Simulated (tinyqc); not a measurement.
Floating body of a partially depleted SOI transistor: body voltage and kink: two steps of the calculation.

Source at 0 V. Channel current Ic = 2 nf K Vt^2 [F(0) - F(Vd)](1 + la Vd), F(V) = ln^2(1 + exp((Vg - VT - nf V)/(2 nf Vt))), VT = VT0 - gb Vb. Saturation voltage Vs = 2 Vt sqrt(F(0)) + 3 Vt, excess Ve = (Vd - Vs + sqrt((Vd - Vs)^2 + 0.0004 V^2))/2, multiplication M1 = Ai Ve exp(-Bl/Ve). Each junction passes D(v) = J1 (exp(v/Vt) - 1) + J2 (exp(v/(2 Vt)) - 1). Bipolar current Ib = bb J1 (exp(Vb/Vt) - 1). The body settles where M1 (Ic + Ib) = D(Vb) + D(Vb - Vd) + Vb/Rb; drain current Id = (1 + M1)(Ic + Ib) - D(Vb - Vd).

Values chosen for this exercise; values of the order met in partially depleted silicon-on-insulator transistors: temperature T = 398 K; threshold at zero body voltage VT0 = 0.49 V; fall of the threshold per volt of body voltage gb = 0.19; slope factor nf = 1.41; gain factor per width K = 180 uA/(V^2 um); channel-length modulation factor la = 0.07 1/V; impact-ionisation prefactor Ai = 3.27 1/V; impact-ionisation voltage Bl = 4.7 V; diffusion saturation current of each junction J1 = 3.8e-10 uA/um; recombination saturation current of each junction J2 = 4.8e-7 uA/um; gain of the lateral bipolar transistor on the diffusion current bb = 0; resistance of a weak body tie to the source (1e9 stands for no tie, and the term is then dropped) Rb = 1e9 kohm um; gate voltage Vg = 0.78 V; drain voltage Vd = 1.6 V.

Constants: q = 1.602176634e-19 C, kB = 1.380649e-23 J/K, Vt = kB T/q. Results are converted to the units shown.

Question 1. New Vb. Current into the body I_in = M1 (Ic + Ib) - D(Vb - Vd), current out I_out = D(Vb) + Vb/Rb; f = ln(I_in/I_out), s = df/dVb by central differences over 1e-5 V, Vb(new) = Vb - f/s.

Vb at the start = 0.8 V

Give: Ic; Ve; M1; I_in; I_out; f; s; Vb after iteration 1.

Answer 1.

Ic = 13.929 uA/um
Ve = 1.1830 V
M1 = 0.072799
I_in = 1.0140 uA/um
I_out = 5.1843 uA/um
f = -1.6317
s = -28.712 1/V
Vb after iteration 1 = 0.74317 V

Question 2. Drain current with floating and with grounded body. Id and VT at the converged Vb, Id at Vb = 0, their ratio, and the bipolar share Ib/(Ic + Ib).

converged Vb = 0.74297246 V

Find: VT; Id, floating; Id, grounded; ratio; bipolar share.

Answer 2.

VT = 0.3488 V
Id, floating = 14.26 uA/um
Id, grounded = 6.841 uA/um
ratio = 2.085
bipolar share = 0.000 %

The body rises to 0.743 V and lowers the threshold by 141 mV.

Range of the model: The multiplication law is an empirical form chosen for the exercise; self-heating and capacitive coupling to the body are left out, and the linear laws are rough once Vb passes about 0.7 V or M1 about 0.1.

Numbers from tinyqc (`OMP_NUM_THREADS=1 python tinyqc.py 2182190 2182191 out.jsonl`; about 0.2 s on one thread of a shared Intel Xeon 2.30GHz).
